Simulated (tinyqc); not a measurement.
IGBT as a p-i-n diode in series with a MOS channel, on-state and switching loss: two steps of the calculation.

High injection (n = p) in a drift layer from x = -W/2 (anode) to +W/2 (cathode side), recombination only in the layer with lifetime tau, ideal emitters. The channel feeds the cathode side and carries the whole current. Auger recombination, carrier-carrier scattering, emitter losses and the carrier dip under the p body are left out.

Inputs (values chosen for the exercise); material values close to those of silicon:
- T = 300 K (temperature)
- Eg = 1.11 eV (band gap)
- Nc = 2.75e19 cm^-3 (conduction-band density of states at T)
- Nv = 2.7e19 cm^-3 (valence-band density of states at T)
- Nd = 1.2e14 cm^-3 (doping of the drift layer)
- tau = 0.14 us (high-injection lifetime)
- J = 150 A/cm^2 (current density)
- Rch = 3.8 mohm cm^2 (channel and accumulation resistance)

Constants: q = 1.602176634e-19 C, kB = 1.380649e-23 J/K, Vt = kB T/q. Results are converted to the units shown.

Task 1. Carrier profile. n(x) = (tau J/(2 q La))[cosh(x/La)/sinh y - B sinh(x/La)/cosh y]. x/La = (2 x/W) y.

2 x/W, point 0 to 8: -1  -0.75  -0.5  -0.25  0  0.25  0.5  0.75  1
B = 0.48936170
La = 16.085398 um
y = 2.1758865

Find: n.

Result 1.

n, point 0 to 8 (cm^-3): 6.124e16  3.586e16  2.136e16  1.334e16  9.370e15  8.238e15  9.605e15  1.388e16  2.238e16

The density is 2.74 times higher at the anode than at the cathode side, since holes are the slower carriers; its smallest listed value is 68.7 times Nd.

Task 2. On-state voltage. Vm = Vt [(8 b/(b + 1)^2)(sinh y/s) arctan(s sinh y) + B ln((1 + B tanh^2 y)/(1 - B tanh^2 y))], s = sqrt(1 - B^2 tanh^2 y); Vj = Vt ln(n(-W/2) n(W/2)/ni^2), ni = sqrt(Nc Nv) exp(-Eg/(2 Vt)), Eg in volts; Vc = J Rch; Von = Vm + Vj + Vc.

b = 2.9166667
B = 0.48936170
La = 16.085398 um
y = 2.1758865

Wanted: Vm; Vj; Vc; Von.

Result 2.

Vm = 0.2685 V
Vj = 0.7687 V
Vc = 0.5700 V
Von = 1.607 V

Vm does not depend on J, since the carrier density grows with it. Junctions, layer and channel take 48, 17 and 35 % of Von.

tinyqc, about 0.01 s, one thread, Intel Xeon 2.30GHz (shared host): `OMP_NUM_THREADS=1 python tinyqc.py 2590127 2590128 out.jsonl`
